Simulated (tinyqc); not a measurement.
Fully depleted semiconductor-on-insulator film with two gates, non-linear Poisson equation by Newton steps: threshold and coupling against the back-gate voltage.

One dimension across the film, front interface at x = 0, back interface at x = ts. psi is counted from the intrinsic level, n = ni exp(psi/Vt) (source grounded), holes neglected, acceptors ionised. Gates act through Cox = eps0 eox/tox and Cbox = 3.9 eps0/tb with potentials G1 = Vg - (phiM - chi - Vt ln(Nc/ni)) and G2 = Vb - (phiB - chi - Vt ln(Nc/ni)). Classical Boltzmann densities, no interface charge, no depletion in the back plane.

ni = sqrt(Nc Nv) exp(-Eg/(2 Vt)), Eg in volts. The Poisson equation eps0 eps_r d2psi/dx2 = q (n + Na), with -eps0 eps_r dpsi/dx = Cox (G1 - psi) at x = 0 and eps0 eps_r dpsi/dx = Cbox (G2 - psi) at x = ts, is solved on 300 equal intervals with half boxes at both ends; N_inv is the trapezoid sum of n. VT is the Vg for N_inv = 1e11 cm^-2; -dVT/dVb from the linearised equation. Limits with Cs = eps0 eps_r/ts: front channel Cs Cbox/(Cox (Cs + Cbox)), back channel Cbox (Cox + Cs)/(Cox Cs). Swing at N_inv = 1e8 cm^-2.

Parameters, values chosen for the exercise; band and dielectric values close to those of silicon: temperature T = 300 K; band gap Eg = 1.11 eV; relative permittivity eps_r = 11.6; conduction-band density of states at T Nc = 2.75e19 cm^-3; valence-band density of states at T Nv = 2.68e19 cm^-3; electron affinity chi = 4.04 eV; relative permittivity of the gate insulator (close to silicon dioxide) eox = 3.9; insulator thickness tox = 3.4 nm; film thickness ts = 12 nm; buried-oxide thickness (eps_r 3.9) tb = 87 nm; acceptor density of the film Na = 1e15 cm^-3; work function of the front gate phiM = 4.17 eV; work function of the back plane phiB = 5.09 eV.

Constants: q = 1.602176634e-19 C, kB = 1.380649e-23 J/K, Vt = kB T/q, eps0 = 8.8541878128e-14 F/cm where lengths are in cm. Results are converted to the units shown.

The same in every row: front-channel limit = 0.0373; back-channel limit = 0.0855.

Results:

| Vb (V) | VT (V) | centroid/ts at VT | -dVT/dVb | swing (mV/decade) |
|---|---|---|---|---|
| -8 | 0.402 | 0.0642 | 0.0403 | 62.0 |
| -6 | 0.321 | 0.0824 | 0.0411 | 62.0 |
| -4 | 0.237 | 0.115 | 0.0426 | 62.1 |
| -2 | 0.150 | 0.185 | 0.0457 | 62.3 |
| 0 | 0.0518 | 0.354 | 0.0531 | 62.9 |
| 2 | -0.0663 | 0.621 | 0.0653 | 63.7 |
| 6 | -0.362 | 0.883 | 0.0792 | 64.4 |
| 8 | -0.523 | 0.917 | 0.0811 | 64.5 |

Estimate the missing row, Vb = 4 V.

Computed row:

| Vb (V) | VT (V) | centroid/ts at VT | -dVT/dVb | swing (mV/decade) |
|---|---|---|---|---|
| 4 | -0.208 | 0.805 | 0.0750 | 64.2 |

With this row back in the table: As Vb goes from -8 to 8, VT falls from 0.402 to -0.523 V, the centroid rises from 0.0642 to 0.917 of ts and -dVT/dVb rises from 0.0403 to 0.0811. The coupling covers 6.09 % of the way from the front-channel to the back-channel limit in the first row and 91.0 % in the last. A positive back bias draws the electrons to the back interface, where the back gate has more leverage and the front gate less, so the swing worsens.

Numbers from tinyqc (`OMP_NUM_THREADS=1 python tinyqc.py 2190106 2190107 out.jsonl`; about 0.6 s on one thread of a shared Intel Xeon 2.30GHz).
